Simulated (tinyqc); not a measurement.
UHF in the 6-31g basis, for H2, spin multiplicity 1, step by step. Computed by tinyqc, a small Python program that keeps every step (integrals from PySCF). Settings: charge = 0, multiplicity = 1, basis = 6-31g, energy threshold = 1e-08, iteration cap = 79, orthogonalisation = symmetric, start = Wolfsberg-Helmholz matrix, DIIS depth = 0, method = UHF, break = 0.7. Command: `OMP_NUM_THREADS=1 python tinyqc.py 21296 21297 out.jsonl` (the two numbers bound the seeds that draw the settings). One thread of a shared host (Intel(R) Xeon(R) Processor @ 2.60GHz), about 0.1 s of CPU time with the checks. Later iterations appear only in the table of the cycle.

## One-electron integrals

Geometry (angstrom):
```
atom       x       y       z
H     0.0000  0.0000  0.0000
H     0.0000  0.0000  1.4640
```

Basis 6-31g: exponents (1/bohr^2) and contraction coefficients of normalised primitives:
```
element  l (shell)  exponent  coefficient
H            s (1)   18.7311       0.0335
H            s (1)    2.8254       0.2347
H            s (1)    0.6401       0.8138
H            s (2)    0.1613       1.0000
```

Overlap, kinetic and nuclear-attraction integrals over the contracted functions; the nuclear repulsion is the sum of Za Zb / Rab.

nuclear repulsion = 0.361460 hartree

overlap S, order 1H 1s, 1H 2s, 2H 1s, 2H 2s:
```
[[1.0000, 0.6583, 0.0621, 0.2410],
 [0.6583, 1.0000, 0.2410, 0.5395],
 [0.0621, 0.2410, 1.0000, 0.6583],
 [0.2410, 0.5395, 0.6583, 1.0000]]
```

kinetic energy T (hartree), order 1H 1s, 1H 2s, 2H 1s, 2H 2s:
```
[[1.3957, 0.2597, -0.0477, 0.0312],
 [0.2597, 0.2419, 0.0312, 0.0768],
 [-0.0477, 0.0312, 1.3957, 0.2597],
 [0.0312, 0.0768, 0.2597, 0.2419]]
```

nuclear attraction V (hartree), order 1H 1s, 1H 2s, 2H 1s, 2H 2s:
```
[[-2.0147, -0.9802, -0.0908, -0.3563],
 [-0.9802, -0.9928, -0.3563, -0.5721],
 [-0.0908, -0.3563, -2.0147, -0.9802],
 [-0.3563, -0.5721, -0.9802, -0.9928]]
```

core Hamiltonian H = T + V (hartree), order 1H 1s, 1H 2s, 2H 1s, 2H 2s:
```
[[-0.6190, -0.7204, -0.1385, -0.3251],
 [-0.7204, -0.7509, -0.3251, -0.4953],
 [-0.1385, -0.3251, -0.6190, -0.7204],
 [-0.3251, -0.4953, -0.7204, -0.7509]]
```

## Two-electron integrals

Functions are numbered as in S; the eight-fold symmetry (ij|kl) = (ji|kl) = (kl|ij) leaves the list below.

Two-electron integrals (ij|kl) in chemists' order, unique and non-zero (hartree):
```
(11|11) 1.0766   (21|11) 0.5785   (21|21) 0.3294   (22|11) 0.5874
(22|21) 0.3613   (22|22) 0.4532   (31|11) 0.0412   (31|21) 0.0251
(31|22) 0.0305   (31|31) 0.0035   (32|11) 0.1052   (32|21) 0.0678
(32|22) 0.0938   (32|31) 0.0107   (32|32) 0.0434   (33|11) 0.3612
(33|21) 0.2370   (33|22) 0.3462   (33|31) 0.0412   (33|32) 0.1999
(33|33) 1.0766   (41|11) 0.1999   (41|21) 0.1154   (41|22) 0.1292
(41|31) 0.0107   (41|32) 0.0297   (41|33) 0.1052   (41|41) 0.0434
(42|11) 0.2695   (42|21) 0.1690   (42|22) 0.2215   (42|31) 0.0192
(42|32) 0.0670   (42|33) 0.2695   (42|41) 0.0670   (42|42) 0.1319
(43|11) 0.2370   (43|21) 0.1549   (43|22) 0.2242   (43|31) 0.0251
(43|32) 0.1154   (43|33) 0.5785   (43|41) 0.0678   (43|42) 0.1690
(43|43) 0.3294   (44|11) 0.3462   (44|21) 0.2242   (44|22) 0.3195
(44|31) 0.0305   (44|32) 0.1292   (44|33) 0.5874   (44|41) 0.0938
(44|42) 0.2215   (44|43) 0.3613   (44|44) 0.4532
```

## Orthogonalisation

S = U s U^T; symmetric (Loewdin) form X = U s^(-1/2) U^T, so that X^T S X = 1.

eigenvalues of S: [0.2185, 0.3704, 1.1800, 2.2312]

X, order 1H 1s, 1H 2s, 2H 1s, 2H 2s:
```
[[1.2543, -0.4998, 0.0269, 0.0292],
 [-0.4998, 1.4320, 0.0292, -0.4006],
 [0.0269, 0.0292, 1.2543, -0.4998],
 [0.0292, -0.4006, -0.4998, 1.4320]]
```

## Starting guess

The start is the generalised Wolfsberg-Helmholz matrix (K = 1.75) built on H, with HOMO and LUMO mixed by +/-0.7 rad for the two spins; D(s) = C_occ C_occ^T for each spin.

D(alpha) at the start, order 1H 1s, 1H 2s, 2H 1s, 2H 2s:
```
[[0.2557, 0.2873, -0.0974, 0.0510],
 [0.2873, 0.3227, -0.1094, 0.0574],
 [-0.0974, -0.1094, 0.0371, -0.0194],
 [0.0510, 0.0574, -0.0194, 0.0102]]
```

D(beta) at the start, order 1H 1s, 1H 2s, 2H 1s, 2H 2s:
```
[[0.0371, -0.0194, -0.0974, -0.1094],
 [-0.0194, 0.0102, 0.0510, 0.0574],
 [-0.0974, 0.0510, 0.2557, 0.2873],
 [-0.1094, 0.0574, 0.2873, 0.3227]]
```

## Iteration 1: building the Fock matrix

J_ij = sum D_kl (ij|kl) with D = D(alpha) + D(beta), K_ij = sum D_kl (ik|jl) for each spin; F = H + J - K(s); E = tr D H + tr D J / 2 - 0.5 sum_s tr D(s) K(s) + E_nn.

Coulomb J (hartree), order 1H 1s, 1H 2s, 2H 1s, 2H 2s:
```
[[1.1788, 0.7008, 0.0719, 0.2644],
 [0.7008, 0.8571, 0.2644, 0.4935],
 [0.0719, 0.2644, 1.1788, 0.7008],
 [0.2644, 0.4935, 0.7008, 0.8571]]
```

exchange K(alpha) (hartree), order 1H 1s, 1H 2s, 2H 1s, 2H 2s:
```
[[0.7342, 0.5413, 0.0302, 0.2096],
 [0.5413, 0.4473, 0.0255, 0.1783],
 [0.0302, 0.0255, 0.0059, 0.0131],
 [0.2096, 0.1783, 0.0131, 0.0797]]
```

exchange K(beta) (hartree), order 1H 1s, 1H 2s, 2H 1s, 2H 2s:
```
[[0.0059, 0.0131, 0.0302, 0.0255],
 [0.0131, 0.0797, 0.2096, 0.1783],
 [0.0302, 0.2096, 0.7342, 0.5413],
 [0.0255, 0.1783, 0.5413, 0.4473]]
```

F(alpha) (hartree), order 1H 1s, 1H 2s, 2H 1s, 2H 2s:
```
[[-0.1745, -0.5610, -0.0968, -0.2703],
 [-0.5610, -0.3411, -0.0862, -0.1800],
 [-0.0968, -0.0862, 0.5539, -0.0327],
 [-0.2703, -0.1800, -0.0327, 0.0265]]
```

F(beta) (hartree), order 1H 1s, 1H 2s, 2H 1s, 2H 2s:
```
[[0.5539, -0.0327, -0.0968, -0.0862],
 [-0.0327, 0.0265, -0.2703, -0.1800],
 [-0.0968, -0.2703, -0.1745, -0.5610],
 [-0.0862, -0.1800, -0.5610, -0.3411]]
```

total energy of this density = -0.913039 hartree

## Iteration 1: diagonalisation and new density

Diagonalise F' = X^T F X, C = X C', fill 1 alpha and 1 beta electrons from the bottom; D(s) = C_occ C_occ^T. Each column has its largest component positive (the first on a tie).

F' = X^T F X (alpha) (hartree):
```
[[0.3252, -0.7019, 0.0293, -0.1066],
 [-0.7019, 0.1593, -0.0107, -0.1318],
 [0.0293, -0.0107, 0.9175, -0.4314],
 [-0.1066, -0.1318, -0.4314, 0.3500]]
```

orbital energies (alpha) (hartree): [-0.5027, 0.1499, 0.9473, 1.1574]

coefficients C (alpha), order 1H 1s, 1H 2s, 2H 1s, 2H 2s:
```
[[0.4523, -0.0983, -1.2581, 0.1662],
 [0.6337, -0.4570, 1.3553, 0.1208],
 [0.0023, 0.1704, 0.1333, 1.3334],
 [0.0171, 1.0286, -0.4309, -1.1035]]
```

F' = X^T F X (beta) (hartree):
```
[[0.9175, -0.4314, 0.0293, -0.0107],
 [-0.4314, 0.3500, -0.1066, -0.1318],
 [0.0293, -0.1066, 0.3252, -0.7019],
 [-0.0107, -0.1318, -0.7019, 0.1593]]
```

orbital energies (beta) (hartree): [-0.5027, 0.1499, 0.9473, 1.1574]

coefficients C (beta), order 1H 1s, 1H 2s, 2H 1s, 2H 2s:
```
[[0.0023, 0.1704, 0.1333, 1.3334],
 [0.0171, 1.0286, -0.4309, -1.1035],
 [0.4523, -0.0983, -1.2581, 0.1662],
 [0.6337, -0.4570, 1.3553, 0.1208]]
```

D(alpha) after iteration 1, order 1H 1s, 1H 2s, 2H 1s, 2H 2s:
```
[[0.2046, 0.2866, 0.0010, 0.0077],
 [0.2866, 0.4015, 0.0015, 0.0108],
 [0.0010, 0.0015, 0.0000, 0.0000],
 [0.0077, 0.0108, 0.0000, 0.0003]]
```

D(beta) after iteration 1, order 1H 1s, 1H 2s, 2H 1s, 2H 2s:
```
[[0.0000, 0.0000, 0.0010, 0.0015],
 [0.0000, 0.0003, 0.0077, 0.0108],
 [0.0010, 0.0077, 0.2046, 0.2866],
 [0.0015, 0.0108, 0.2866, 0.4015]]
```

## Iteration 2: building the Fock matrix

As before.

Coulomb J (hartree), order 1H 1s, 1H 2s, 2H 1s, 2H 2s:
```
[[1.1542, 0.6906, 0.0714, 0.2613],
 [0.6906, 0.8509, 0.2613, 0.4903],
 [0.0714, 0.2613, 1.1542, 0.6906],
 [0.2613, 0.4903, 0.6906, 0.8509]]
```

exchange K(alpha) (hartree), order 1H 1s, 1H 2s, 2H 1s, 2H 2s:
```
[[0.6898, 0.5327, 0.0777, 0.2258],
 [0.5327, 0.4643, 0.0764, 0.2058],
 [0.0777, 0.0764, 0.0280, 0.0479],
 [0.2258, 0.2058, 0.0479, 0.1073]]
```

exchange K(beta) (hartree), order 1H 1s, 1H 2s, 2H 1s, 2H 2s:
```
[[0.0280, 0.0479, 0.0777, 0.0764],
 [0.0479, 0.1073, 0.2258, 0.2058],
 [0.0777, 0.2258, 0.6898, 0.5327],
 [0.0764, 0.2058, 0.5327, 0.4643]]
```

F(alpha) (hartree), order 1H 1s, 1H 2s, 2H 1s, 2H 2s:
```
[[-0.1547, -0.5625, -0.1448, -0.2895],
 [-0.5625, -0.3643, -0.1401, -0.2108],
 [-0.1448, -0.1401, 0.5072, -0.0778],
 [-0.2895, -0.2108, -0.0778, -0.0072]]
```

F(beta) (hartree), order 1H 1s, 1H 2s, 2H 1s, 2H 2s:
```
[[0.5072, -0.0778, -0.1448, -0.1401],
 [-0.0778, -0.0072, -0.2895, -0.2108],
 [-0.1448, -0.2895, -0.1547, -0.5625],
 [-0.1401, -0.2108, -0.5625, -0.3643]]
```

total energy of this density = -1.006968 hartree

## Iteration 2: diagonalisation and new density

As before.

F' = X^T F X (alpha) (hartree):
```
[[0.3501, -0.7001, -0.0093, -0.1065],
 [-0.7001, 0.1391, -0.0463, -0.1369],
 [-0.0093, -0.0463, 0.8863, -0.4511],
 [-0.1065, -0.1369, -0.4511, 0.3435]]
```

orbital energies (alpha) (hartree): [-0.5135, 0.1366, 0.9517, 1.1442]

coefficients C (alpha), order 1H 1s, 1H 2s, 2H 1s, 2H 2s:
```
[[0.4287, -0.1113, -1.2698, 0.1277],
 [0.6366, -0.4963, 1.3383, 0.1383],
 [0.0496, 0.1828, 0.1047, 1.3334],
 [0.0317, 1.0178, -0.4005, -1.1244]]
```

F' = X^T F X (beta) (hartree):
```
[[0.8863, -0.4511, -0.0093, -0.0463],
 [-0.4511, 0.3435, -0.1065, -0.1369],
 [-0.0093, -0.1065, 0.3501, -0.7001],
 [-0.0463, -0.1369, -0.7001, 0.1391]]
```

orbital energies (beta) (hartree): [-0.5135, 0.1366, 0.9517, 1.1442]

coefficients C (beta), order 1H 1s, 1H 2s, 2H 1s, 2H 2s:
```
[[0.0496, 0.1828, 0.1047, 1.3334],
 [0.0317, 1.0178, -0.4005, -1.1244],
 [0.4287, -0.1113, -1.2698, 0.1277],
 [0.6366, -0.4963, 1.3383, 0.1383]]
```

D(alpha) after iteration 2, order 1H 1s, 1H 2s, 2H 1s, 2H 2s:
```
[[0.1837, 0.2729, 0.0213, 0.0136],
 [0.2729, 0.4053, 0.0316, 0.0202],
 [0.0213, 0.0316, 0.0025, 0.0016],
 [0.0136, 0.0202, 0.0016, 0.0010]]
```

D(beta) after iteration 2, order 1H 1s, 1H 2s, 2H 1s, 2H 2s:
```
[[0.0025, 0.0016, 0.0213, 0.0316],
 [0.0016, 0.0010, 0.0136, 0.0202],
 [0.0213, 0.0136, 0.1837, 0.2729],
 [0.0316, 0.0202, 0.2729, 0.4053]]
```

## Iteration 3: building the Fock matrix

As before.

Coulomb J (hartree), order 1H 1s, 1H 2s, 2H 1s, 2H 2s:
```
[[1.1475, 0.6879, 0.0715, 0.2609],
 [0.6879, 0.8498, 0.2609, 0.4903],
 [0.0715, 0.2609, 1.1475, 0.6879],
 [0.2609, 0.4903, 0.6879, 0.8498]]
```

exchange K(alpha) (hartree), order 1H 1s, 1H 2s, 2H 1s, 2H 2s:
```
[[0.6606, 0.5202, 0.0936, 0.2325],
 [0.5202, 0.4642, 0.0965, 0.2195],
 [0.0936, 0.0965, 0.0486, 0.0680],
 [0.2325, 0.2195, 0.0680, 0.1254]]
```

exchange K(beta) (hartree), order 1H 1s, 1H 2s, 2H 1s, 2H 2s:
```
[[0.0486, 0.0680, 0.0936, 0.0965],
 [0.0680, 0.1254, 0.2325, 0.2195],
 [0.0936, 0.2325, 0.6606, 0.5202],
 [0.0965, 0.2195, 0.5202, 0.4642]]
```

F(alpha) (hartree), order 1H 1s, 1H 2s, 2H 1s, 2H 2s:
```
[[-0.1321, -0.5527, -0.1607, -0.2967],
 [-0.5527, -0.3653, -0.1607, -0.2245],
 [-0.1607, -0.1607, 0.4799, -0.1005],
 [-0.2967, -0.2245, -0.1005, -0.0266]]
```

F(beta) (hartree), order 1H 1s, 1H 2s, 2H 1s, 2H 2s:
```
[[0.4799, -0.1005, -0.1607, -0.1607],
 [-0.1005, -0.0266, -0.2967, -0.2245],
 [-0.1607, -0.2967, -0.1321, -0.5527],
 [-0.1607, -0.2245, -0.5527, -0.3653]]
```

total energy of this density = -1.016788 hartree

## Iteration 3: diagonalisation and new density

As before.

F' = X^T F X (alpha) (hartree):
```
[[0.3723, -0.6934, -0.0205, -0.1099],
 [-0.6934, 0.1375, -0.0583, -0.1423],
 [-0.0205, -0.0583, 0.8650, -0.4598],
 [-0.1099, -0.1423, -0.4598, 0.3365]]
```

orbital energies (alpha) (hartree): [-0.5081, 0.1288, 0.9573, 1.1333]

coefficients C (alpha), order 1H 1s, 1H 2s, 2H 1s, 2H 2s:
```
[[0.4146, -0.1194, -1.2736, 0.1286],
 [0.6331, -0.5205, 1.3312, 0.1343],
 [0.0663, 0.1908, 0.1081, 1.3313],
 [0.0526, 1.0092, -0.4000, -1.1316]]
```

F' = X^T F X (beta) (hartree):
```
[[0.8650, -0.4598, -0.0205, -0.0583],
 [-0.4598, 0.3365, -0.1099, -0.1423],
 [-0.0205, -0.1099, 0.3723, -0.6934],
 [-0.0583, -0.1423, -0.6934, 0.1375]]
```

orbital energies (beta) (hartree): [-0.5081, 0.1288, 0.9573, 1.1333]

coefficients C (beta), order 1H 1s, 1H 2s, 2H 1s, 2H 2s:
```
[[0.0663, 0.1908, 0.1081, 1.3313],
 [0.0526, 1.0092, -0.4000, -1.1316],
 [0.4146, -0.1194, -1.2736, 0.1286],
 [0.6331, -0.5205, 1.3312, 0.1343]]
```

D(alpha) after iteration 3, order 1H 1s, 1H 2s, 2H 1s, 2H 2s:
```
[[0.1719, 0.2625, 0.0275, 0.0218],
 [0.2625, 0.4008, 0.0420, 0.0333],
 [0.0275, 0.0420, 0.0044, 0.0035],
 [0.0218, 0.0333, 0.0035, 0.0028]]
```

D(beta) after iteration 3, order 1H 1s, 1H 2s, 2H 1s, 2H 2s:
```
[[0.0044, 0.0035, 0.0275, 0.0420],
 [0.0035, 0.0028, 0.0218, 0.0333],
 [0.0275, 0.0218, 0.1719, 0.2625],
 [0.0420, 0.0333, 0.2625, 0.4008]]
```

## Iteration 22 (converged): orbitals

converged F(alpha) (hartree), order 1H 1s, 1H 2s, 2H 1s, 2H 2s:
```
[[-0.0858, -0.5279, -0.1814, -0.3070],
 [-0.5279, -0.3592, -0.1918, -0.2481],
 [-0.1814, -0.1918, 0.4284, -0.1431],
 [-0.3070, -0.2481, -0.1431, -0.0666]]
```

converged F(beta) (hartree), order 1H 1s, 1H 2s, 2H 1s, 2H 2s:
```
[[0.4284, -0.1431, -0.1814, -0.1918],
 [-0.1431, -0.0666, -0.3070, -0.2481],
 [-0.1814, -0.3070, -0.0858, -0.5279],
 [-0.1918, -0.2481, -0.5279, -0.3592]]
```

As before.

F' = X^T F X (alpha) (hartree):
```
[[0.4149, -0.6768, -0.0332, -0.1176],
 [-0.6768, 0.1416, -0.0742, -0.1544],
 [-0.0332, -0.0742, 0.8248, -0.4767],
 [-0.1176, -0.1544, -0.4767, 0.3173]]
```

orbital energies (alpha) (hartree): [-0.4942, 0.1120, 0.9675, 1.1134]

coefficients C (alpha), order 1H 1s, 1H 2s, 2H 1s, 2H 2s:
```
[[0.3881, -0.1365, -1.2782, 0.1469],
 [0.6171, -0.5687, 1.3205, 0.1172],
 [0.0913, 0.2039, 0.1284, 1.3260],
 [0.1051, 0.9901, -0.4125, -1.1403]]
```

F' = X^T F X (beta) (hartree):
```
[[0.8248, -0.4767, -0.0332, -0.0742],
 [-0.4767, 0.3173, -0.1176, -0.1544],
 [-0.0332, -0.1176, 0.4149, -0.6768],
 [-0.0742, -0.1544, -0.6768, 0.1416]]
```

orbital energies (beta) (hartree): [-0.4942, 0.1120, 0.9675, 1.1134]

coefficients C (beta), order 1H 1s, 1H 2s, 2H 1s, 2H 2s:
```
[[0.0913, 0.2039, 0.1284, 1.3260],
 [0.1051, 0.9901, -0.4125, -1.1403],
 [0.3881, -0.1365, -1.2782, 0.1469],
 [0.6171, -0.5687, 1.3205, 0.1172]]
```

D(alpha) after iteration 22, order 1H 1s, 1H 2s, 2H 1s, 2H 2s:
```
[[0.1506, 0.2395, 0.0354, 0.0408],
 [0.2395, 0.3808, 0.0564, 0.0648],
 [0.0354, 0.0564, 0.0083, 0.0096],
 [0.0408, 0.0648, 0.0096, 0.0110]]
```

D(beta) after iteration 22, order 1H 1s, 1H 2s, 2H 1s, 2H 2s:
```
[[0.0083, 0.0096, 0.0354, 0.0564],
 [0.0096, 0.0110, 0.0408, 0.0648],
 [0.0354, 0.0408, 0.1506, 0.2395],
 [0.0564, 0.0648, 0.2395, 0.3808]]
```

## Convergence

Stop when the energy changes by less than 1e-08 hartree and every element of the error matrix X^T (F D S - S D F) X (for each spin) is below 3e-05.

Course of the cycle:
```
iteration  E (hartree)     change  largest element of the error matrix
1            -0.913039          -                             1.57e-01
2            -1.006968  -9.39e-02                             4.06e-02
3            -1.016788  -9.82e-03                             1.49e-02
4            -1.019552  -2.76e-03                             7.71e-03
5            -1.020623  -1.07e-03                             4.81e-03
6            -1.021086  -4.63e-04                             3.27e-03
7            -1.021299  -2.13e-04                             2.26e-03
8            -1.021401  -1.02e-04                             1.58e-03
9            -1.021451  -5.01e-05                             1.11e-03
10           -1.021476  -2.51e-05                             7.93e-04
11           -1.021489  -1.27e-05                             5.67e-04
12           -1.021496  -6.53e-06                             4.07e-04
13           -1.021499  -3.37e-06                             2.93e-04
14           -1.021501  -1.75e-06                             2.11e-04
15           -1.021502  -9.10e-07                             1.52e-04
16           -1.021502  -4.75e-07                             1.10e-04
17           -1.021502  -2.48e-07                             7.97e-05
18           -1.021502  -1.30e-07                             5.77e-05
19           -1.021502  -6.81e-08                             4.18e-05
20           -1.021503  -3.57e-08                             3.03e-05
21           -1.021503  -1.87e-08                             2.19e-05
22           -1.021503  -9.82e-09                             1.59e-05
```

PySCF UHF in the same basis, after a stability check = -1.021503 hartree

Converged in 22 iterations.

## Populations, bond orders and dipole

Mulliken: Z minus the diagonal of D S on the atom; Loewdin: the same with S^(1/2) D S^(1/2); Mayer order: 2 sum_s sum (D(s) S)_ij (D(s) S)_ji over the two atoms.

Charges (e):
```
atom  Mulliken  Loewdin  Mulliken spin
1H           0        0         0.8148
2H      0.0000        0        -0.8148
```

Mayer bond orders:
```
pair   order
2-1   0.3361
```

dipole moment about the origin, x y z (debye): [0.0000, 0.0000, 0.0000]

<S^2> of the determinant (pure state: 0) = 0.5514
